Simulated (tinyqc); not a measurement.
Thermoelectric coefficients with electrons and holes, Landauer integrals: one step of the calculation.

Bulk parabolic band, x = (E - Ec)/kB T, C = hbar^2/(2 m0), kB T in eV. Modes per area gv m kB T x/(4 pi C) times the back-scattering length l0 x^rr give the transport function s0 X(x), s0 = (2 q^2/h) gv m kB T l0/(4 pi C), X = x^(1 + rr). Holes have the same form with the prefactor bb s0 and the reduced level -eta - xg in place of eta. I_k = int X (x - eta)^k w dx, w = 1/(4 cosh^2((x - eta)/2)).

Problem. Both bands together. sigma = s0 I_0, S = -(kB/q) I_1/I_0, Lorenz number L = (kB/q)^2 [I_2/I_0 - (I_1/I_0)^2], kappa_e = L sigma T. With both bands: sigma = sigma_n + sigma_p, S = (sigma_n S_n + sigma_p S_p)/sigma with S_p = +(kB/q) I_1/I_0 of the holes, and kappa_e is the sum of L sigma T of both bands and the bipolar term sigma_n sigma_p (S_p - S_n)^2 T/sigma. Power factor S^2 sigma, ZT = S^2 sigma T/(kappa_e + kL).

Inputs (values chosen for the exercise):
- T = 300 K (temperature)
- m = 1 m0 (mass of one valley)
- gv = 2 (valleys)
- l0 = 0.47 nm (back-scattering length at x = 1)
- kL = 0.67 W/(m K) (lattice thermal conductivity)
- eta = -2.4 (reduced Fermi level (EF - Ec)/kB T)
- xg = 5.2 (gap over kB T)
- bb = 1.6 (ratio of the hole prefactor to the electron prefactor)

Constants: q = 1.602176634e-19 C, kB = 1.380649e-23 J/K, hbar = 1.054571817e-34 J s, h = 6.62607015e-34 J s, m0 = 9.1093837015e-31 kg, Vt = kB T/q, hbar^2/(2 m0) = 0.0380998212 eV nm^2. Results are converted to the units shown.

sigma = 21.169202 S/cm
S = -553.41761 uV/K
kappa_e = 0.018812405 W/(m K)
converged I_0, I_1, I_2 of the holes: [0.36213571, 2.4679401, 18.264770]

Wanted: sigma_p; S_p; S; bipolar kappa; ZT.

Solution.

sigma_p = 22.786 S/cm
S_p = 587.27 uV/K
S = 37.909 uV/K
bipolar kappa = 0.42837 W/(m K)
ZT = 0.0016660

Holes carry 51.8 % of the conductivity and change S from -553 to 37.9 uV/K. Electrons alone would give ZT = 0.282.

Range of the model: Parabolic bands, elastic scattering and a fixed kL make these model figures, not those of a material.

Program tinyqc, `OMP_NUM_THREADS=1 python tinyqc.py 2800013 2800014 out.jsonl`; Intel Xeon 2.30GHz, shared host, one thread, about 0.03 s.
